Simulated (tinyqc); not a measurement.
# Donor in an ellipsoidal valley (Kohn-Luttinger variational method), step by step

A worked calculation. Computed by tinyqc, a small Python program that keeps every step. Command: `OMP_NUM_THREADS=1 python tinyqc.py 3001479 3001480 out.jsonl kohnlutt walk`. One thread of a shared host (Intel(R) Xeon(R) Processor @ 2.30GHz), about 0.04 s of CPU time with the checks. Intermediate numbers are printed to about 6 digits and carried at full precision; extremes and crossings named in words are read from the listed rows.

H = -(d^2/dx^2 + d^2/dy^2) - gamma d^2/dz^2 - 2/r in units built on m_t, with gamma = m_t/m_l and z along the valley axis. One valley; no valley-orbit or central-cell term.

Inputs (values chosen for the exercise, modelled on diamond):
```
quantity                      value  unit
transverse mass m_t           0.343   m_0
longitudinal mass m_l          1.48   m_0
dielectric constant eps        5.54     -
trial ratio b/a                0.38     -
observed depth chosen for 1s    389   meV
```

Constants: Ry = 13.605693123 eV; a_0 = 0.529177210903 angstrom; h x 1 THz = 4.135667696 meV.

## Effective units

Ry* = Ry m_t/eps^2, a* = a_0 eps/m_t, gamma = m_t/m_l.

Ry* = 152.053 meV

a* = 8.54706 angstrom

gamma = 0.231757

Caution: a* is only a few bond lengths, so central-cell and valley-orbit terms are large.

## Energy at a trial ratio

Trial function exp(-sqrt((x^2 + y^2)/a^2 + z^2/b^2)) with beta = b/a < 1: E = t/a^2 - u/a, t = (2 + gamma/beta^2)/3, u = 2 arcsin(sqrt(1 - beta^2))/sqrt(1 - beta^2); the best a is 2 t/u and E(beta) = -u^2/(4 t).

t = 1.20165

u = 2.55355

best a = 0.941164 a*

E(beta) = -1.35659 Ry*

## Minimum over the ratio

Golden-section search on beta from 0.05 to 0.999, 60 steps.

Search, first ten steps; c and d are the inner points:
```
step       low      high         c  E(c) (Ry*)         d  E(d) (Ry*)
1     0.050000  0.999000  0.412486    -1.41118  0.636514    -1.52131
2     0.412486  0.999000  0.636514    -1.52131  0.774971    -1.47338
3     0.412486  0.774971  0.550943    -1.51937  0.636514    -1.52131
4     0.550943  0.774971  0.636514    -1.52131  0.689400    -1.50840
5     0.550943  0.689400  0.603829    -1.52451  0.636514    -1.52131
6     0.550943  0.636514  0.583628    -1.52421  0.603829    -1.52451
7     0.583628  0.636514  0.603829    -1.52451  0.616314    -1.52379
8     0.583628  0.616314  0.596113    -1.52461  0.603829    -1.52451
9     0.583628  0.603829  0.591344    -1.52455  0.596113    -1.52461
10    0.591344  0.603829  0.596113    -1.52461  0.599060    -1.52460
```

best beta = 0.596835

radius a of the 1s trial function = 6.50653 angstrom

radius b of the 1s trial function = 3.88332 angstrom

1s binding energy, trial function = 231.822 meV

The envelope is flattened along the heavy axis; beta is close to gamma^(1/3) = 0.614.

## Levels from a Gaussian basis

Gaussian basis: g = P exp(-al (x^2 + y^2) - be z^2) with P = 1 (s-like), z (2p0) or x (2p+-); al = 0.004 x 2.6^k, k = 0..11, and be/al = 1, gamma^(-1/2) or 1/gamma (36 functions); 1/r = (2/sqrt(pi)) int exp(-t^2 r^2) dt by 48 Gauss-Legendre points after t = sqrt(al_i + al_j) tan(theta); overlap eigenvalues below 1e-10 are dropped.

1s binding energy, Gaussian basis = 232.088 meV

2p0 binding energy = 83.2682 meV

2p+- binding energy = 48.1493 meV

The two-parameter trial function recovers 99.89 % of the 1s binding of the larger basis. 2p0, with its lobes along the heavy axis, is bound 1.73 times as strongly as 2p+-. Caution: the short radius is only a few bond lengths, so the envelope approximation is rough.

## Optical lines and the chemical shift

With an observed depth of 1s, the lines are 1s -> 2p0 = depth - E(2p0) and 1s -> 2p+- = depth - E(2p+-); the chemical shift is depth - E(1s, Gaussian basis); 1 meV = 1 THz/4.135667696.

line 1s -> 2p0 = 305.732 meV

line 1s -> 2p+- = 340.851 meV

chemical shift = 156.912 meV

frequency of the line 1s -> 2p+- = 82.4173 THz

The spacing of the two lines, 35.119 meV, does not depend on the depth, so it is the same for every donor in this host.

## Which single mass stands for the valley

A hydrogenic level is Ry m/eps^2 for one mass m; errors are against the Gaussian basis.

1s binding energy:
```
rule                                      mass (m_0)  binding (meV)  error (%)
transverse mass                              0.34300        152.053    -34.485
conductivity mass 3/(2/m_t + 1/m_l)          0.46107        204.395    -11.932
density-of-states mass (m_t^2 m_l)^(1/3)     0.55841        247.543      6.659
longitudinal mass                            1.48000        656.089    182.690
trial function with a and b                        -        231.822     -0.114
mass that fits 1s                            0.52354        232.088      0.000
```

The conductivity mass, which is what a spherical trial function (a = b) gives, falls short by 11.9 %, as a restricted variational bound must; the density-of-states mass is off by +6.7 %. The mass that fits lies between the two.

## Levels against anisotropy

The trial energy is minimised over beta by golden section from 0.05 to 0.999, 60 steps.

Binding energies (Ry*):
```
gamma  1s, trial  1s, Gaussians       2p0      2p+-
0.058    2.03697        2.04717  0.971987  0.364269
0.120    1.77101        1.77565  0.733699  0.341328
0.230    1.52746        1.52923  0.549597  0.316967
0.350    1.37126        1.37202  0.447382  0.299385
0.380    1.34099        1.34160  0.428935  0.295780
0.620    1.16434        1.16444  0.329764  0.273326
0.860    1.05080        1.05079  0.273405  0.257481
```

As gamma falls from 0.86 to 0.058, 1s deepens from 1.051 to 2.047 Ry*, on the way from the hydrogen value 1 to the two-dimensional limit 4; 2p+- moves from 0.257 to 0.364 (limits 1/4 and 4/9), while 2p0 climbs from 0.273 to 0.972 and joins 1s as gamma tends to 0. Near gamma = 1 the trial function is almost exact and can pass the Gaussian basis, whose own error is about 3e-5 Ry*.

Checks made by the program: the Gaussian basis at gamma = 1 against 1, 1/4 and 1/4 Ry* (relative difference 3e-05); trial function against Gaussian basis (relative difference 1e-03).
